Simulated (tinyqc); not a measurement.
# MESFET, gradual channel with velocity saturation: several studies

A uniformly doped n-type channel, depleted from the top by a Schottky gate; at channel potential V the depleted share of a is u = sqrt((Vbi - Vg + V)/Vp), s at the source. Electrons drift with v = mu E/(1 + mu E/vsat). Abrupt depletion edge, no series resistance, source at 0.

Inputs (values chosen for the exercise); material values close to those of gallium nitride:
- T = 300 K (temperature)
- eps_r = 9.41 (relative permittivity of the semiconductor)
- Nc = 2.29e18 cm^-3 (conduction-band density of states at T)
- Nd = 3.7e16 cm^-3 (donor density of the channel)
- a = 360 nm (channel thickness)
- mu = 590 cm^2/(V s) (low-field mobility at this doping)
- vsat = 2.8e7 cm/s (saturation velocity)
- L = 10 um (gate length)
- W = 100 um (gate width)
- phiB = 0.75 V (Schottky barrier)
- Vg = 0 V (gate voltage)

Constants: q = 1.602176634e-19 C, kB = 1.380649e-23 J/K, Vt = kB T/q, eps0 = 8.8541878128e-14 F/cm where lengths are in cm. Results are converted to the units shown.

Each table varies one quantity; the others keep the values above.

## Effect of the gate voltage on saturation

Vbi = phiB - Vt ln(Nc/Nd); Vp = q Nd a^2/(2 eps0 eps_r); G0 = q mu Nd a W/L; Z = mu Vp/(vsat L); s = sqrt((Vbi - Vg)/Vp). I = (G0 Vp/3) F/(1 + Z (u^2 - s^2)), F = 3 (u^2 - s^2) - 2 (u^3 - s^3), with u at V = Vd; Z = 0 gives constant mobility, for which u stops at 1. The current peaks at u = um, the root of (1 - u)(1 + Z (u^2 - s^2)) = Z F/3; beyond Vdsat = Vp (um^2 - s^2) it is held at that value. gm = G0 (um - s)/(1 + Z (um^2 - s^2)).

The same in every row: Z = 0.09715.

Results:

| Vg (V) | um | Vdsat (V) | Isat (mA) | Isat for Z = 0 (mA) | gm (mS) |
|---|---|---|---|---|---|
| -3.5 | 0.9997 | 0.4648 | 0.01501 | 0.01516 | 0.06454 |
| -2.92 | 0.9987 | 1.035 | 0.07630 | 0.07797 | 0.1474 |
| -1.75 | 0.9941 | 2.163 | 0.3527 | 0.3690 | 0.3295 |
| -1.17 | 0.9904 | 2.709 | 0.5732 | 0.6064 | 0.4327 |
| -0.58 | 0.9856 | 3.255 | 0.8633 | 0.9237 | 0.5543 |
| 0 | 0.9795 | 3.780 | 1.227 | 1.327 | 0.7066 |

Estimate the missing row, Vg = -2.33 V.

Computed row:

| Vg (V) | um | Vdsat (V) | Isat (mA) | Isat for Z = 0 (mA) | gm (mS) |
|---|---|---|---|---|---|
| -2.33 | 0.9968 | 1.608 | 0.1891 | 0.1956 | 0.2360 |

With this row back in the table: As Vg goes from -3.5 to 0 V, Vdsat rises from 0.465 to 3.78 V, Isat rises from 0.0150 to 1.23 mA and gm rises from 0.0645 to 0.707 mS. Isat is 0.990 of the constant-mobility value in the first row and 0.925 in the last. At Vg = -3.5 V the open channel at the source, (1 - s) a, is under two Debye lengths, so the abrupt edge is rough.

## Effect of the donor density of the channel on saturation

Same model as above.

Effect of the donor density of the channel on saturation:

| Nd (cm^-3) | Z | um | Vdsat (V) | Isat (mA) | Isat for Z = 0 (mA) | gm (mS) |
|---|---|---|---|---|---|---|
| 1.8e16 | 0.047262 | 0.99301 | 1.5870 | 0.20308 | 0.20994 | 0.27577 |
| 2.5e16 | 0.065642 | 0.98807 | 2.4081 | 0.48181 | 0.50663 | 0.43497 |
| 3.4e16 | 0.089273 | 0.98161 | 3.4411 | 1.0097 | 1.0845 | 0.63929 |
| 4.5e16 | 0.11816 | 0.97383 | 4.6694 | 1.9016 | 2.0945 | 0.88361 |
| 6.1e16 | 0.16017 | 0.96294 | 6.3918 | 3.6512 | 4.1641 | 1.2241 |
| 8.2e16 | 0.21531 | 0.94948 | 8.5475 | 6.6910 | 7.9664 | 1.6424 |
| 1.1e17 | 0.28882 | 0.93294 | 11.259 | 11.914 | 14.960 | 2.1530 |

What does the comparison show?

As Nd goes from 1.8e16 to 1.1e17 cm^-3, Vdsat rises from 1.59 to 11.3 V, Isat rises from 0.203 to 11.9 mA and gm rises from 0.276 to 2.15 mS. Isat is 0.967 of the constant-mobility value in the first row and 0.796 in the last.

## Output curve

Same model as above.

Output curve:

| Vd (V) | u (at most 1) | I for Z = 0 (mA) | I (mA) |
|---|---|---|---|
| 0.8 | 0.5595 | 0.5311 | 0.5223 |
| 1.27 | 0.6442 | 0.7662 | 0.7462 |
| 1.75 | 0.7205 | 0.9577 | 0.9237 |
| 2.22 | 0.7881 | 1.103 | 1.054 |
| 2.7 | 0.8516 | 1.211 | 1.146 |
| 3.17 | 0.9095 | 1.282 | 1.202 |
| 3.65 | 0.9650 | 1.320 | 1.226 |
| 4.12 | 1.000 | 1.327 | 1.227 |
| 4.6 | 1.000 | 1.327 | 1.227 |

With constant mobility the current rises from 0.531 to 1.33 mA and saturates at pinch-off, Vd = 3.97 V; with Z = 0.0971 it saturates at 3.78 V and 1.23 mA. The two differ by 1.7 % in the first row and 7.5 % in the last.

tinyqc, about 0.08 s, one thread, Intel Xeon 2.30GHz (shared host): `OMP_NUM_THREADS=1 python tinyqc.py 2500127 2500128 out.jsonl`
